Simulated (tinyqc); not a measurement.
Ballistic Schottky-barrier transistor with a one-dimensional channel, WKB contacts: one step of the calculation.

Source Fermi level 0, drain Fermi level -Vd. Far from the contacts Ec = pn - psi, and the gate moves psi one to one; the band edges relax as exp(-x/lam) from pn at the source and pn - Vd at the drain; Ev = Ec - Eg. A carrier of energy w inside the channel band meets at a contact a barrier of height D (the contact edge beyond the channel edge): T = 1 for w >= D, else exp(-S), S = 4 lam sqrt(m/C) [sqrt(D - w) - sqrt(w) arctan sqrt((D - w)/w)], C = hbar^2/(2 m0). The two contacts combine as Ts Td/(Ts + Td - Ts Td).

Question. Transmission of one of the holes. S and T at both contacts for w = w0, and the tunnelling distance lam ln(D/w) at the higher barrier.

Inputs (values chosen for the exercise); channel values close to those of a carbon nanotube: hole mass mp = 0.062 m0; screening length at the contacts lam = 2.1 nm; energy of one carrier inside the channel band w0 = 0.15 eV.

Constants: q = 1.602176634e-19 C, hbar = 1.054571817e-34 J s, m0 = 9.1093837015e-31 kg, hbar^2/(2 m0) = 0.0380998212 eV nm^2. Results are converted to the units shown.

D for holes (eV): source -0.23000000, drain 0.27000000

Wanted: S at the source; S at the drain; combined T; tunnelling distance.

Answer.

S at the source = 0
S at the drain = 0.6835
combined T = 0.5048
tunnelling distance = 1.234 nm

Range of the model: No scattering, image-force lowering, channel charge or band-to-band tunnelling; parabolic kappa overstates S deep in the gap.

tinyqc, about 0.1 s, one thread, Intel Xeon 2.30GHz (shared host): `OMP_NUM_THREADS=1 python tinyqc.py 2390011 2390012 out.jsonl`
